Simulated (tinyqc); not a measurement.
# Velocity overshoot from momentum and energy balance equations after a field step, step by step

A worked calculation. Computed by tinyqc, a small Python program that keeps every step. Command: `OMP_NUM_THREADS=1 python tinyqc.py 3020454 3020455 out.jsonl overshoot walk`. One thread of a shared host (Intel(R) Xeon(R) Processor @ 2.30GHz), about 0.04 s of CPU time with the checks. Intermediate numbers are printed to about 6 digits and carried at full precision; extremes and crossings named in words are read from the listed rows.

At t = 0 the field jumps from 0 to F in a uniform sample. v is the drift velocity and u = w - (3/2) k_B T the excess energy per carrier.

Inputs (values chosen for the exercise, modelled on holes in silicon except for tau_E):

| quantity | value | unit |
|---|---|---|
| effective mass m | 0.41 | m_0 |
| low-field mobility mu_0 | 440 | cm^2/(V s) |
| saturation velocity v_s | 0.82 | 1e7 cm/s |
| energy relaxation time tau_E | 0.49 | ps |
| field after the step F | 100 | kV/cm |
| lattice temperature T | 300 | K |
| time step dt | 2.2 | fs |

Scheme: implicit in the damping.

Constants: m_0 = 9.1093837015e-31 kg; e = 1.602176634e-19 C; k_B = 8.617333262e-05 eV/K.

## Constants and steady state

dv/dt = e F/m - v/tau_m(u), du/dt = e F v - u/tau_E, tau_m(u) = tau_0/(1 + c u), tau_0 = m mu_0/e, c = mu_0/(e tau_E v_s^2); this choice gives the steady state v (1 + mu_0 F v/v_s^2) = mu_0 F, which saturates at v_s. Steady velocity v = 2 mu_0 F/(1 + sqrt(1 + 4 (mu_0 F/v_s)^2)); u = e F v tau_E; carrier temperature T + 2u/(3 k_B), neglecting the drift energy m v^2/2.

tau_0 = 102.569 fs

c = 13.3545 1/eV

acceleration e F/m = 0.0428980 1e7 cm/s per fs

steady velocity = 0.747143 1e7 cm/s

steady excess energy = 0.366100 eV

steady carrier temperature = 3132.28 K

tau_E/tau_0 = 4.78, and in the steady state tau_m has shrunk to 17.4 fs.

## First four steps

dv/dt = e F/m - v/tau_m(u), du/dt = e F v - u/tau_E, tau_m(u) = tau_0/(1 + c u), tau_0 = m mu_0/e, c = mu_0/(e tau_E v_s^2); this choice gives the steady state v (1 + mu_0 F v/v_s^2) = mu_0 F, which saturates at v_s. Step: v_new = (v + dt e F/m)/(1 + dt/tau_m(u)), u_new = (u + dt e F v_new)/(1 + dt/tau_E). Start v = u = 0; the distance adds dt (v + v_new)/2.

Steps:

| step | t (fs) | v (1e7 cm/s) | u (eV) | tau_m (fs) |
|---|---|---|---|---|
| 1 | 2.2 | 0.092394 | 0.00020236 | 102.292 |
| 2 | 4.4 | 0.182837 | 0.00060190 | 101.751 |
| 3 | 6.6 | 0.271346 | 0.00119350 | 100.960 |
| 4 | 8.8 | 0.357922 | 0.00197208 | 99.937 |

## The whole transient

Run to 8 times the larger of tau_E and tau_0, but at most 20001 steps, and stop early if |v| > 1000 v_s or u < -1/(2c); the run is accepted if the last v is within 0.5 % of the steady value.

Selected steps, the peak among them:

| step | t (fs) | v (1e7 cm/s) | u (eV) | distance (nm) |
|---|---|---|---|---|
| 1 | 2.20000e+00 | 0.09239 | 2.02358e-04 | 1.01633e-02 |
| 3 | 6.60000e+00 | 0.27135 | 1.19350e-03 | 9.03990e-02 |
| 5 | 1.10000e+01 | 0.44256 | 2.93253e-03 | 2.47671e-01 |
| 10 | 2.20000e+01 | 0.83552 | 1.02820e-02 | 9.55145e-01 |
| 17 | 3.74000e+01 | 1.29169 | 2.67097e-02 | 2.60792e+00 |
| 31 | 6.82000e+01 | 1.81326 | 7.33075e-02 | 7.52861e+00 |
| 39 | 8.58000e+01 | 1.88012 | 1.02865e-01 | 1.08000e+01 |
| 56 | 1.23200e+02 | 1.68553 | 1.59997e-01 | 1.75584e+01 |
| 100 | 2.20000e+02 | 1.10091 | 2.47904e-01 | 3.05832e+01 |
| 178 | 3.91600e+02 | 0.86648 | 3.11231e-01 | 4.69175e+01 |
| 316 | 6.95200e+02 | 0.77806 | 3.49983e-01 | 7.15464e+01 |
| 563 | 1.23860e+03 | 0.75073 | 3.64155e-01 | 1.12829e+02 |
| 1001 | 2.20220e+03 | 0.74723 | 3.66053e-01 | 1.84914e+02 |
| 1782 | 3.92040e+03 | 0.74714 | 3.66100e-01 | 3.13290e+02 |

peak velocity = 1.88012 1e7 cm/s

time of the peak = 85.8 fs

distance at the peak = 10.8000 nm

last relative deviation from the steady velocity = 1.53334e-07

peak over steady velocity = 2.51641

The velocity overshoots to 2.52 times its steady value: momentum follows the field within tau_m while the energy, and with it the scattering rate, builds up over tau_E. A channel shorter than a few times 11 nm would see this.

## Error of the time step

The peak velocity is recomputed with dt/2 and dt/4 and by an adaptive Runge-Kutta method (tolerance 1e-9).

Peak velocity:

| step | v_peak (1e7 cm/s) | error (%) |
|---|---|---|
| dt | 1.88012 | -0.306771 |
| dt/2 | 1.88293 | -0.157743 |
| dt/4 | 1.88440 | -0.079625 |
| adaptive | 1.88590 | 0.000000 |

The implicit scheme puts the peak 0.31 % too low; halving dt divides the error by 1.94, as a first-order method should.

Checks made by the program: peak at dt/4 against the adaptive solution (relative difference 8e-04).
